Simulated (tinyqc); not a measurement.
Changing the growth temperature T: precursor delivery by bubblers, mass-transport growth and the solid composition of a III-V alloy. Computed by tinyqc, a small Python program. Command: `OMP_NUM_THREADS=1 python tinyqc.py 3022335 3022336 out.jsonl movpe_thermo sweep`. One thread of a shared host (Intel(R) Xeon(R) Processor @ 2.30GHz), about 0.01 s of CPU time with the checks.

1 sccm = 44.615 micromol/min; 1 torr = 133.322 Pa. The sources decompose fully at the surface.

Inputs (values chosen for the exercise, modelled on triethylgallium (source 1) and trimethylindium (source 2) for the vapour pressures):

| quantity | value | unit |
|---|---|---|
| bath temperature T1 | 283 | K |
| bath temperature T2 | 293 | K |
| bubbler pressure p_b | 760 | torr |
| carrier flow F1 | 190 | sccm |
| carrier flow F2 | 350 | sccm |
| total flow F_t | 13 | slm |
| group-V flow F_V | 21 | sccm |
| reactor pressure p | 760 | torr |
| diffusivity at 273 K and 760 torr | 0.44 | cm^2/s |
| flow cross-section A | 49 | cm^2 |
| distance from the leading edge z | 3 | cm |
| lattice constant a | 5.81 | angstrom |
| interaction L0 of the solid | 7.5 | kJ/mol |
| vapour fraction x_v of D among the group-V sources | 0.14 | - |
| exchange energy dG_x of AC + (1/2) D2 -> AD + (1/2) C2 | -18 | kJ/mol |

Alloy: mixing on the group-V sites.

constants a, b of source 1 (log10 torr, K): 8.064  2162

constants a, b of source 2 (log10 torr, K): 10.51  3014

Constants: k_B = 1.380649e-23 J/K; R = 8.314462618 J/(mol K).

Method:
- log10 p_v = a - b/T_bath; molar flow = F x 44.615 x p_v/(p_b - p_v) for a saturated bubbler.
- p_i = p n_i/(44615 F_t), F_t in slm; p_V = p F_V/(1000 F_t), counted per molecule supplied; V/III = 44.615 F_V/(n1 + n2); vapour fraction of source 2 = n2/(n1 + n2).
- Mean velocity u = (F_t/A)(760/p)(T/273); D = D0 (T/273)^1.75 (760/p); boundary layer delta = sqrt(pi D z/u); flux = D dp/(delta k_B T); growth rate = flux x a^3/4.
- At high V/III the group-V pressures at the surface equal those supplied, as dimers: p_D2/p_C2 = x_v/(1 - x_v). Equilibrium of the solid AC(1-x)D(x), A standing for the mix of both group-III metals: ln[x/(1 - x)] + L0 (1 - 2x)/(R T) = -dG_x/(R T) + (1/2) ln[x_v/(1 - x_v)]. Growth rate = rate per torr x (p_1 + p_2). Sensitivity dx/dx_v = [1/(2 x_v (1 - x_v))]/[1/(x (1 - x)) - 2 L0/(R T)].

One run for each value:

| growth temperature T (K) | solid fraction x | growth rate (micrometre/h) | growth rate per torr of group III (micrometre/(h torr)) |
|---|---|---|---|
| 800 | 0.94248 | 3.5701 | 42.453 |
| 850 | 0.92732 | 3.6522 | 43.430 |
| 900 | 0.91059 | 3.7313 | 44.371 |
| 950 | 0.89250 | 3.8078 | 45.279 |
| 1000 | 0.87334 | 3.8817 | 46.159 |
| 1050 | 0.85338 | 3.9534 | 47.011 |
| 1100 | 0.83292 | 4.0230 | 47.838 |
| 1150 | 0.81226 | 4.0906 | 48.643 |

What does the table show, and why?

Over the rows, solid fraction x falls from 0.942 to 0.812 (exponent d ln y / d ln x -0.27 between the first rows and -0.57 between the last); growth rate (micrometre/h) rises from 3.57 to 4.09 (exponent d ln y / d ln x about 0.38 throughout); growth rate per torr of group III (micrometre/(h torr)) rises from 42.5 to 48.6 (exponent d ln y / d ln x about 0.38 throughout). The rate per torr depends on T only weakly, as T^(1.75 - 1 - 0.375); pyrolysis limits at low T are left out.

Caution (all rows): so low a V/III ratio is near the limit of smooth growth, and depletion of group V, left out here, shifts the composition.
